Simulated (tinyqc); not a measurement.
# Resistance of a source-drain extension with a graded tip: what changes with what

y runs along the channel, the gate covers y > 0. The doping is N0 for y < y0 and N0 10^(-(y - y0)/la) beyond, uniform over the depth xj. Sheet conductance s(y) = q mu(N) max(N - Nch, 0) xj + (for y > 0) ma Cox Vo, with mu(N) = u0 + (u1 - u0)/(1 + (N/Nr)^au) and Cox = eps0 eox/tox. Current is taken as one-dimensional; depletion of the tip, spreading and the contact are left out. The metallurgical junction lies at yj, where N = Nch.

Parameters, values chosen for the exercise; mobility law close to that of holes in silicon:
```
symbol,value,unit,meaning
eox,3.9,,relative permittivity of the gate insulator (close to silicon dioxide)
tox,3.7,nm,insulator thickness
N0,2.8e20,cm^-3,active doping of the extension far from the gate
la,3.1,nm/decade,lateral abruptness
y0,2.7,nm,position under the gate where the fall begins (gate edge at 0)
xj,23,nm,depth of the extension
Nch,3.1e18,cm^-3,channel doping
Ls,6,nm,spacer length
Vo,0.82,V,gate overdrive
ma,52,cm^2/(V s),mobility of the gate-induced layer
u1,470.5,cm^2/(V s),mobility at low doping
u0,44.9,cm^2/(V s),mobility at high doping
Nr,2.23e17,cm^-3,reference doping
au,0.719,,exponent
Lg,60,nm,gate length
```

Constants: q = 1.602176634e-19 C, eps0 = 8.8541878128e-14 F/cm where lengths are in cm. Results are converted to the units shown.

Each table varies one quantity; the others keep the values above.

## Abruptness at a fixed junction position

R_spacer = integral of dy/s from -Ls to 0, R_ov from 0 to yj, R_channel = (Lg - 2 yj)/(ma Cox Vo), R_total = 2 R_spacer + 2 R_ov + R_channel. Electrical length L_eff = ma Cox dR_total/d(1/Vo); R_series = R_total - L_eff/(ma Cox Vo). y0 is moved with la so that yj stays at 8.7630 nm.

The same in every row: yj (nm) = 8.763; R_channel (ohm um) = 1067.

Results:

| la (nm/decade) | R_spacer (ohm um) | R_ov (ohm um) | R_total (ohm um) | L_eff (nm) | R_series (ohm um) |
|---|---|---|---|---|---|
| 1 | 1.240 | 8.691 | 1087 | 42.71 | 14.03 |
| 1.8 | 1.240 | 14.21 | 1098 | 42.89 | 20.42 |
| 2.7 | 1.240 | 20.41 | 1111 | 43.10 | 27.61 |
| 3.5 | 1.240 | 25.92 | 1122 | 43.28 | 34.00 |
| 4.4 | 1.240 | 32.13 | 1134 | 43.49 | 41.19 |
| 5.2 | 1.349 | 37.54 | 1145 | 43.68 | 47.58 |
| 6.9 | 2.567 | 48.08 | 1169 | 44.06 | 61.32 |

Estimate the missing row, la = 6.1 nm/decade.

Computed row:

| la (nm/decade) | R_spacer (ohm um) | R_ov (ohm um) | R_total (ohm um) | L_eff (nm) | R_series (ohm um) |
|---|---|---|---|---|---|
| 6.1 | 1.819 | 43.29 | 1158 | 43.88 | 54.82 |

With this row back in the table: As la goes from 1 to 6.9 nm/decade, R_total rises from 1090 to 1170 ohm um, R_spacer rises from 1.24 to 2.57 ohm um and R_ov rises from 8.69 to 48.1 ohm um. R_total changes on average by 13.8 ohm um for each nm/decade. L_eff exceeds the metallurgical length by 0.232 nm in the first row and 1.59 nm in the last, since the gate also controls the lightly doped tips.

## Effect of the active doping of the extension far from the gate

Same model as above.

Effect of the active doping of the extension far from the gate:

| N0 (cm^-3) | yj (nm) | R_spacer (ohm um) | R_ov (ohm um) | R_channel (ohm um) | R_total (ohm um) | L_eff (nm) | R_series (ohm um) |
|---|---|---|---|---|---|---|---|
| 2e19 | 5.210 | 15.78 | 25.84 | 1246 | 1329 | 50.33 | 64.36 |
| 3.1e19 | 5.800 | 10.27 | 24.90 | 1216 | 1287 | 49.13 | 51.95 |
| 4.7e19 | 6.360 | 6.895 | 24.29 | 1188 | 1250 | 48.00 | 44.18 |
| 7.2e19 | 6.935 | 4.590 | 23.85 | 1159 | 1216 | 46.85 | 38.79 |
| 1.1e20 | 7.505 | 3.060 | 23.55 | 1131 | 1184 | 45.71 | 35.17 |
| 1.7e20 | 8.091 | 2.013 | 23.33 | 1101 | 1152 | 44.53 | 32.66 |
| 2.6e20 | 8.663 | 1.333 | 23.19 | 1072 | 1121 | 43.39 | 31.03 |
| 4e20 | 9.243 | 0.8758 | 23.09 | 1043 | 1091 | 42.23 | 29.92 |

As N0 goes from 2e19 to 4e20, R_total falls from 1330 to 1090 ohm um, L_eff falls from 50.3 to 42.2 nm and R_series falls from 64.4 to 29.9 ohm um.

Numbers from tinyqc (`OMP_NUM_THREADS=1 python tinyqc.py 2282090 2282091 out.jsonl`; about 0.06 s on one thread of a shared Intel Xeon 2.30GHz).
